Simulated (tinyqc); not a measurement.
Three-phonon processes in a diatomic chain: dispersion, energy and momentum conservation, and decay channels of optical phonons: one step, computed by the program tinyqc.

Cell length a, two atoms, one spring constant. x = q a/pi runs from -1 to 1; A and O are the acoustic and optical branches. Matrix elements are not computed: only conservation laws and occupation factors are followed.

Question. Decay of the zone-centre phonon. omega^2 = k (1/m + 1/M) -/+ k sqrt((1/m + 1/M)^2 - 4 sin^2(pi x/2)/(m M)); nu = 15.6333042 THz x sqrt(omega^2) for eV/(angstrom^2 u). O(0) -> A(x) + A(-x) needs nu_A(x) = nu_O(0)/2, which gives sin^2(pi x/2) = (3/16)(m + M)^2/(m M). Full width at half maximum Gamma = Gamma_0 (1 + 2 n), n = 1/(exp(h nu_A/(k_B T)) - 1); lifetime = 1/(2 pi c Gamma).

Inputs (values chosen for the exercise, for a model chain):
```
quantity                        value  unit
light mass m                     28.1     u
heavy mass M                     47.5     u
temperature T                     800     K
zero-temperature width Gamma_0    1.1  1/cm
```

optical top = 17.45111 THz

Constants: h x 1 THz = 4.135667696 meV; k_B = 8.617333262e-05 eV/K; c = 299792458 m/s.

Give: x of the products; their frequency; occupation n; width Gamma; lifetime.

Answer.

x of the products = 0.70712

their frequency = 8.7256 THz

occupation n = 1.4538

width Gamma = 4.2984 1/cm

lifetime = 1.2351 ps
